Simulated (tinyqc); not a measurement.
Rates against energy: scattering rates of a carrier in a spherical band by Fermi's golden rule. Computed by tinyqc, a small Python program. Command: `OMP_NUM_THREADS=1 python tinyqc.py 3010288 3010289 out.jsonl scatter walk`. One thread of a shared host (Intel(R) Xeon(R) Processor @ 2.30GHz), about 0.01 s of CPU time with the checks.

All processes here are isotropic or elastic, and the rate listed is the momentum relaxation rate.

Inputs (values chosen for the exercise, modelled on holes in silicon):
```
quantity                                            value       unit
density-of-states mass of one valley m              0.511        m_0
static permittivity eps_s                            11.7          -
density rho                                          2329     kg/m^3
sound velocity v_l                                   8930        m/s
acoustic deformation potential D_A                    5.2         eV
phonon energy hbar w                                 63.4        meV
optical or intervalley deformation potential D_o      8.2  1e8 eV/cm
final valleys Z_f                                       1          -
ionised impurity density N_I                      8.8e+17     1/cm^3
temperature T                                         300          K
```

Crystal: non-polar. Band: parabolic. Impurity formula: Brooks-Herring. Further scattering: none.

Constants: k_B = 1.380649e-23 J/K; e = 1.602176634e-19 C; hbar = 1.054571817e-34 J s; m_0 = 9.1093837015e-31 kg; hbar = 6.582119569e-16 eV s; k_B = 8.617333262e-05 eV/K; eps_0 = 8.8541878128e-12 F/m.

Method:
- Parabolic band: E = hbar^2 k^2/(2 m), speed v = hbar k/m, states per spin, volume and energy g(E) = m k/(2 pi^2 hbar^2). Masses are multiplied by m_0 and all formulas are in SI units.
- Phonon occupation N_q = 1/(exp(hbar w/(k_B T)) - 1).
- Acoustic deformation potential (elastic, equipartition, absorption and emission together): 1/tau = 2 pi k_B T D_A^2 g(E)/(hbar rho v_l^2).
- Optical or intervalley deformation potential: 1/tau = (pi Z_f D_o^2/(rho w)) [N_q g(E + hbar w) + (N_q + 1) g(E - hbar w)], with g = 0 below the band edge.
- Singly charged impurities, momentum relaxation: 1/tau = N_I e^4 m (1 + 2 alpha E) Phi/(8 pi (eps_s eps_0)^2 hbar^3 k^3), with alpha = 0 for a parabolic band.
- Brooks-Herring: Phi = ln(1 + b) - b/(1 + b), b = 4 k^2 L_s^2.
- Debye screening by free carriers of density N_I: L_s = sqrt(eps_s eps_0 k_B T/(e^2 N_I)).

Momentum relaxation rates (1e12/s) and the total time:
```
E (meV)  acoustic  optical absorption  optical emission  ionised impurity  tau_m (fs)
6.3        0.5685              0.4668             0.000            39.568       24.63
16.0       0.9059              0.4982             0.000            16.384       56.22
32.0       1.2812              0.5461             0.000             7.722      104.72
57.0       1.7099              0.6135             0.000             3.952      159.35
70.0       1.8949              0.6458             1.669             3.091      136.98
95.0       2.2075              0.7037             3.651             2.132      115.02
140.0      2.6798              0.7974             5.684             1.318       95.42
220.0      3.3593              0.9412             8.128             0.744       75.91
380.0      4.4150              1.1773            11.557             0.368       57.09
630.0      5.6847              1.4723            15.460             0.190       43.85
```

What follows from these numbers?

The largest rate is ionised impurity from 6.30 to 70.0, optical emission from 95.0 to 630 meV. Crossing hbar w = 63.4 meV opens emission: tau_m goes from 159 to 137 fs between the two rows around it. The impurity rate goes between the last rows as E^-1.31, against the E^(-3/2) of unscreened Rutherford scattering; the acoustic rate follows g(E) and grows by a factor 10.0 over the table. At 6.3, 16 meV hbar/tau exceeds E/2, so the golden rule loses its meaning there.

Extremes, crossings and ranges named in words are read from the listed rows.
